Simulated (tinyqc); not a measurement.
# Kinetics of strain relaxation and threading dislocations in mismatched semiconductor layers, step by step

A worked calculation. Computed by tinyqc, a small Python program that keeps every step. Command: `OMP_NUM_THREADS=1 python tinyqc.py 3011810 3011811 out.jsonl threading walk`. One thread of a shared host (Intel(R) Xeon(R) Processor @ 2.30GHz), about 0.01 s of CPU time with the checks. Intermediate numbers are printed to about 5 digits and carried at full precision; extremes and crossings named in words are read from the listed rows.

60-degree dislocations on {111} planes of a (001) layer, isotropic elasticity. The Schmid factor is 1/sqrt(6), and a misfit segment relieves strain with b/2.

Inputs (values chosen for the exercise, modelled on Si(0.8)Ge(0.2) on Si): misfit f = 0.00884; shear modulus G = 66.4 GPa; Poisson ratio nu = 0.27; Burgers vector b = 3.88 angstrom; glide activation energy Q = 2.06 eV; velocity prefactor v0 = 34000 m/s per MPa; layer thickness h = 53 nm; anneal temperature T = 784 K; anneal time t = 2100 s; initial thread density rho_0 = 190000 1/cm^2; multiplication constant delta = 17000 1/m; grading rate (misfit per thickness) R_f = 0.0012 1/micrometre; growth temperature of the buffer T_g = 1044 K; growth rate R_g = 1.5 nm/s; reaction radius r_A = 75 nm; final thickness of a thick uniform layer H = 0.35 micrometre; aspect ratio of a trench = 2.9.

Sources: multiplication.

Constants: k_B = 8.617333262e-05 eV/K.

## Excess stress and glide velocity at the start

Excess resolved stress tau = (1/sqrt 6) [2 G (1 + nu)/(1 - nu)] (e - e_eq), e_eq = b (1 - nu/4) [ln(h/b) + 1]/(4 pi (1 + nu) h), the Matthews-Blakeslee strain of an uncapped layer; glide velocity v = v0 tau exp(-Q/(k_B T)), tau in MPa.

equilibrium strain e_eq = 0.0025310

excess stress tau = 595.06 MPa

mobility v/tau = 1.9463e-09 m/s per MPa

initial velocity = 1.1582 micrometre/s

The layer carries 3.5 times its equilibrium strain. In the anneal time a thread would run 2400 micrometre at this speed.

## Relaxation in the anneal

Threads run in two directions, so de/dt = -(b/4) rho v, and they multiply as d rho/dt = delta rho v. With x = e - e_eq, x0 = f - e_eq (fully strained at t = 0) and v = m S x (m the mobility, S x = tau): rho = rho_0 + (4 delta/b)(x0 - x), so dx/dt = -k x (a - x), k = delta m S, a = x0 + b rho_0/(4 delta): a logistic law, x = a/[1 + (a/x0 - 1) exp(k a t)]. The half time is that at which x = x0/2.

strain left e = 0.0025310

share of the excess strain relieved = 100 %

thread density = 1.1076e+08 1/cm^2

half time = 322.97 s

The layer has reached its equilibrium strain. The misfit lines laid down are 0.031 micrometre apart. Caution: blocking of threads by crossing misfit lines, left out here, leaves real layers with more strain.

## Anneal temperature

The formulas are those given above.

After the time t:
```
T (K)  first velocity (micrometre/s)  relieved (%)  threads (1/cm^2)  half time (s)
647                       1.8187e-03    1.1526e-02        2.0274e+05     2.0567e+05
668                       5.8105e-03    3.9603e-02        2.3379e+05     6.4376e+04
694                       2.2206e-02    2.0756e-01        4.1950e+05     1.6845e+04
714                       5.8278e-02    1.1928e+00        1.5089e+06     6.4184e+03
739                       1.8089e-01    5.2475e+01        5.8211e+07     2.0679e+03
755                       3.5902e-01    9.9845e+01        1.1059e+08     1.0419e+03
777                       8.7997e-01    1.0000e+02        1.1076e+08     4.2507e+02
814                       3.5630e+00    1.0000e+02        1.1076e+08     1.0498e+02
```

The half time follows exp(Q/(k_B T)), a decade for each 53 K near 739 K. Relief goes from 1.2 % at 714 K to 99.8 % at 755 K: with multiplication the onset is abrupt, after an incubation in which threads breed, and the final density is set by delta, not by rho_0. Caution: rows with more than 50 % relieved leave out blocking by crossing misfit lines, which slows real layers.

## Graded buffer

In steady grading, strain is fed at R_f R_g and relieved at (b/4) rho v. As a glide-limited estimate, the driving stress is taken as the mean stress of the strained top zone, whose depth z solves R_f z/2 = e_eq(z), with strain R_f z at the surface; tau_g = S R_f z/2 is its mean; then rho = 4 R_f R_g/(b m tau_g), m = v0 exp(-Q/(k_B T_g)), S = (1/sqrt 6) 2 G (1 + nu)/(1 - nu), e_eq(z) = b (1 - nu/4) [ln(z/b) + 1]/(4 pi (1 + nu) z).

depth z of the strained zone = 559.10 nm

stress tau_g = 31.641 MPa

thread density of the buffer = 15176 1/cm^2

buffer thickness f/R_f = 7.3667 micrometre

Raising T_g by 50 K would lower this density by a factor 2.8: fast glide lets few threads do the work. Caution: real buffers seldom go below 1e5 /cm^2, as pile-ups and nucleation take over; this value is a lower bound.

## Thick uniform layer and trapping in a trench

A separate case, a thick relaxed layer. Pair reactions during growth: d rho/dh = -K rho^2 with K = 2 r_A tan(psi) and threads inclined by psi = 45 degrees (the <110> lines of {111} planes), so rho = 1/(K H) for a layer that starts with far more threads than that, as highly mismatched layers do. In a trench along [110] a thread on {111} rises at 54.74 degrees across the width, and leaves through the wall below the height w tan(54.74 degrees) = sqrt(2) w; the share of threads, evenly spread over the floor, that reach the top is max(0, 1 - a/sqrt 2) for the aspect ratio a.

thread density at H = 1.9048e+09 1/cm^2

share that reaches the top = 0

The trench traps all threads that cross it; those that run along it are not trapped. Thickness alone needs 670 micrometre for 1e6 /cm^2. Caution: at this small misfit a layer may start with fewer threads than 1/(K H), which is then only an upper bound.

Checks made by the program: strain against numerical integration (relative difference below 1e-10).
